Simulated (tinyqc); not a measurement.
# True capacitance, leakage and series resistance from two frequencies

Question. A capacitance C in parallel with G and in series with Rs is measured as Cp and D = Gp/(w Cp) at two frequencies. The series reading Cs = Cp (1 + D^2) equals C + G^2/(w^2 C), and Re Z = D/(w Cp (1 + D^2)) = Rs + G/(G^2 + w^2 C^2). Find C, G and Rs.

f (Hz): 1e5  1e6
Cp (pF): 2.34804703  2.34804514
D: 2.42034267  0.242925602

Answer. w^2 Cs = w^2 C + G^2/C is a straight line in w^2 with slope C; the intercept gives G, and the real part then gives Rs.

C = 2.35 pF
G = 3.57 uS
Rs = 61.0 ohm

Program tinyqc, `OMP_NUM_THREADS=1 python tinyqc.py 2022106 2022107 out.jsonl`; Intel Xeon 2.30GHz, shared host, one thread, about 0.01 s.
